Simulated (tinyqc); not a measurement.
Grain-boundary diffusion: Harrison regimes, Fisher and Le Claire analysis, Hart average: one step, computed by the program tinyqc. Command: `OMP_NUM_THREADS=1 python tinyqc.py 3012541 3012542 out.jsonl gbdiff walk`. One thread of a shared host (Intel(R) Xeon(R) Processor @ 2.30GHz), about 0.01 s of CPU time with the checks.

A boundary is a slab of width delta with diffusivity D_b, normal to a surface held at constant concentration; it leaks into grains of diffusivity D.

Task: Regime. l = sqrt(D t); P = s delta D_b; alpha = s delta/(2 l); beta = P/(2 D l). Regime A if l > 3 d, C if alpha > 1, B if alpha < 0.1, l < d/4 and beta > 10, otherwise a transition.

Inputs (values chosen for the exercise, for a model polycrystal):
```
quantity               value  unit
boundary width delta    0.66    nm
segregation factor s       3     -
grain size d           0.021    um
temperature T           1280     K
time t                100000     s
```

D = 6.406593e-16 m^2/s

triple product P = 4.465157e-21 m^3/s

Give: lattice diffusion length l; alpha; beta; regime.

Result:

lattice diffusion length l = 8.0041 um

alpha = 1.2369e-04

beta = 0.43538

Regime: A

The leakage zones of neighbouring boundaries overlap fully: one effective diffusivity describes the profile.
